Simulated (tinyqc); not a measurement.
Bound state in one dimension: Numerov shooting, finite differences, DVR, step by step. Computed by tinyqc, a small Python program that keeps every step. Settings: points = 64. Command: `OMP_NUM_THREADS=1 python tinyqc.py 31588 31589 out.jsonl` (the two numbers bound the seeds that draw the settings). One thread of a shared host (Intel(R) Xeon(R) Processor @ 2.60GHz), about 0.01 s of CPU time with the checks.

## Numerov steps at E = -8.45

One particle of mass 1 in V = -8.62 exp(-x^2/1.77^2) (atomic units), psi = 0 at both ends:
```
parameter                value
left end                    -7
right end                    7
intervals                   64
h                     0.218750
state sought (nodes)         2
```

k_i = 2 m (E - V_i); (1 + h^2 k_(i+1)/12) y_(i+1) = 2 (1 - 5 h^2 k_i/12) y_i - (1 + h^2 k_(i-1)/12) y_(i-1), from y_0 = 0, y_1 = 0.001.

Points along the way:
```
i           x          V           k               y
0   -7.000000  -1.39e-06  -16.899997        0.000000
1   -6.781250  -3.64e-06  -16.899993        0.001000
2   -6.562500  -0.000009  -16.899982        0.002867
3   -6.343750  -0.000023  -16.899955        0.007220
4   -6.125000  -0.000054  -16.899891        0.017835
5   -5.906250  -0.000126  -16.899748        0.043914
21  -2.406250  -1.357907  -14.184186    68324.516069
22  -2.187500  -1.871418  -13.157164   155962.052570
23  -1.968750  -2.501524  -11.896952   345690.810730
24  -1.750000  -3.243186  -10.413627   738256.835600
25  -1.531250  -4.078236   -8.743528  1506307.797200
26  -1.312500  -4.974004   -6.951992  2910899.872900
```

## Bisection on the node count

With more sign changes than the state has nodes (the last point included) the energy is too high, else too low; the bracket starts as -8.45 to -0.05.

Trials:
```
trial            E  sign changes  y at the right end   next
1      -4.25000000             2            7.72e+09  raise
2      -2.15000000             3           -7.08e+04  lower
3      -3.20000000             3           -4.27e+07  lower
4      -3.72500000             2            1.99e+08  raise
5      -3.46250000             3           -4.97e+07  lower
6      -3.59375000             2            9.07e+06  raise
7      -3.52812500             3           -3.06e+07  lower
8      -3.56093750             3           -1.39e+07  lower
9      -3.57734375             3           -3.31e+06  lower
10     -3.58554687             2            2.65e+06  raise
11     -3.58144531             3           -3.86e+05  lower
12     -3.58349609             2            1.12e+06  raise
13     -3.58247070             2            3.62e+05  raise
14     -3.58195801             3           -1.31e+04  lower
...            ...           ...                 ...    ...
28     -3.58197594             2            2.02e+01  raise
29     -3.58197592             2            8.74e+00  raise
30     -3.58197591             2            3.03e+00  raise
```

eigenvalue = -3.58197591 hartree

## The same grid by other methods

Three-point finite differences and the sine-DVR kinetic matrix of Colbert and Miller on the same points.

Lowest levels (hartree):
```
state  finite differences        DVR
0               -7.514180  -7.507225
1               -5.439424  -5.409848
2               -3.642566  -3.580584
3               -2.137733  -2.048752
4               -0.956803  -0.861980
```
